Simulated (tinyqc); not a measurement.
Worked calculation: one-electron ion in a basis of Gaussians. One step of it, computed by the program tinyqc.

Question. Matrices over normalised Gaussians. With p = a_i + a_j and I(k) = Gamma((k+1)/2) / (2 p^((k+1)/2)): S = I(2l+2), T = (2l+3) a_i a_j S / p, V = -Z I(2l+1), each divided by sqrt(S_ii S_jj).

exponents of r^l exp(-a r^2) (1/bohr^2): [0.673400, 1.915000, 5.448000, 15.500000, 44.090000]

Z = 3

l = 0

Give: S; T; V.

Answer.

S:
$$\begin{pmatrix}
1.0000 & 0.8219 & 0.4951 & 0.2525 & 0.1201 \\
0.8219 & 1.0000 & 0.8218 & 0.4949 & 0.2525 \\
0.4951 & 0.8218 & 1.0000 & 0.8218 & 0.4950 \\
0.2525 & 0.4949 & 0.8218 & 1.0000 & 0.8218 \\
0.1201 & 0.2525 & 0.4950 & 0.8218 & 1.0000
\end{pmatrix}$$

T (hartree):
$$\begin{pmatrix}
1.0101 & 1.2285 & 0.8901 & 0.4889 & 0.2390 \\
1.2285 & 2.8725 & 3.4933 & 2.5307 & 1.3901 \\
0.8901 & 3.4933 & 8.1720 & 9.9381 & 7.2000 \\
0.4889 & 2.5307 & 9.9381 & 23.2500 & 28.2754 \\
0.2390 & 1.3901 & 7.2000 & 28.2754 & 66.1350
\end{pmatrix}$$

V (hartree):
$$\begin{pmatrix}
-3.9285 & -4.4763 & -4.1462 & -3.4377 & -2.7206 \\
-4.4763 & -6.6248 & -7.5487 & -6.9915 & -5.7969 \\
-4.1462 & -7.5487 & -11.1740 & -12.7323 & -11.7928 \\
-3.4377 & -6.9915 & -12.7323 & -18.8476 & -21.4759 \\
-2.7206 & -5.7969 & -11.7928 & -21.4759 & -31.7879
\end{pmatrix}$$
